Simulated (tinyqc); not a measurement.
Undoped symmetric double-gate MOSFET, analytic potential model: two steps of the calculation.

An undoped body of thickness ts between two equal insulators and tied gates; long channel, electrons only, n = ni exp((psi - V)/Vt) with V the quasi-Fermi potential (0 at the source, Vd at the drain), constant mobility, no quantisation. Across the body psi(x) = V - 2 Vt ln[(ts/(2 beta)) sqrt(q ni/(2 eps0 eps_r Vt)) cos(2 beta x/ts)], x from the centre. Q is the electron charge per area of the whole body.

Values chosen for this exercise; material values close to those of silicon: temperature T = 400 K; relative permittivity of the semiconductor eps_r = 11.6; body thickness ts = 25 nm; gate voltage Vg = 0.42 V.

Constants: q = 1.602176634e-19 C, kB = 1.380649e-23 J/K, Vt = kB T/q, eps0 = 8.8541878128e-14 F/cm where lengths are in cm. Results are converted to the units shown.

Task 1. beta at the source by Newton steps. With V = 0: f = ln(beta) - ln(cos beta) + 2 r beta tan(beta) - (Vg - V0)/(2 Vt); f' = 1/beta + tan(beta) + 2 r [tan(beta) + beta/cos^2(beta)]; beta(new) = beta - f/f'.

beta after iteration 1 = 0.17822868
r = 0.15768750
V0 = 0.57760869 V

Find: f; f'; beta after iteration 2.

Result 1.

f = 0.58762
f' = 5.9058
beta after iteration 2 = 0.078729

Task 2. Potential and electron density across the body at the source. psi(x) as above with V = 0 and beta = beta_s; n = ni exp(psi/Vt).

| point | x/ts |
|---|---|
| 0 | 0 |
| 1 | 0.1 |
| 2 | 0.2 |
| 3 | 0.3 |
| 4 | 0.4 |
| 5 | 0.45 |
| 6 | 0.5 |

beta_s = 0.10080957
ni = 3.6972990e12 cm^-3

Find: psi; n.

Result 2.

| point | psi (V) | n (cm^-3) |
|---|---|---|
| 0 | 0.2294 | 2.874e15 |
| 1 | 0.2294 | 2.876e15 |
| 2 | 0.2295 | 2.879e15 |
| 3 | 0.2296 | 2.885e15 |
| 4 | 0.2297 | 2.893e15 |
| 5 | 0.2297 | 2.898e15 |
| 6 | 0.2298 | 2.904e15 |

The density at the surface is 1.01 times that at the centre (1/cos^2 beta).

tinyqc, about 0.01 s, one thread, Intel Xeon 2.30GHz (shared host): `OMP_NUM_THREADS=1 python tinyqc.py 2440009 2440010 out.jsonl`
